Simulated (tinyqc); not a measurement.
Six-transistor SRAM cell, nodal equations and margins: one step of the calculation.

Two cross-coupled inverters (pull-down bn, pull-up bp) hold the nodes Q and QB; access transistors (ba, threshold VTn, gate on the word line at Vdd when selected) join them to the bit lines. Transistor (EKV form, voltages against the body): I = 2 n b Vt^2 [F(vp - Vs) - F(vp - Vd)] from drain to source, F(v) = ln^2(1 + exp(v/(2 Vt))), vp = (Vg - VT + sg |Vd - Vs|)/n. n-channel bodies are at 0; for the p-channel device all voltages are counted down from Vdd. b in uA/V^2 gives I in uA. For an access transistor the bit line is the drain and the node the source. In a read both bit lines are at Vdd. The cell is symmetric (no mismatch).

Task. Read current and disturbance. Iread = Ia(bit line at Vdd, source Q); cell ratio bn/ba; time to pull a bit line of 20 fF down by 0.1 V at that current.

Parameters, values chosen for the exercise:
```
symbol,value,unit,meaning
T,400,K,temperature
Vdd,0.8,V,supply voltage
n,1.28,,slope factor
sg,0.118,,drain-induced barrier lowering
VTn,0.39,V,n-channel threshold
bn,450,uA/V^2,gain factor of the pull-down transistor
ba,300,uA/V^2,gain factor of the access transistor
```

Constants: q = 1.602176634e-19 C, kB = 1.380649e-23 J/K, Vt = kB T/q. Results are converted to the units shown.

(Q, QB) (V): Q 0.099317945, QB 0.79979429

Give: Iread; cell ratio; time.

Result.

Iread = 15.78 uA
cell ratio = 1.500
time = 126.8 ps

Program tinyqc, `OMP_NUM_THREADS=1 python tinyqc.py 2340023 2340024 out.jsonl`; Intel Xeon 2.30GHz, shared host, one thread, about 0.1 s.
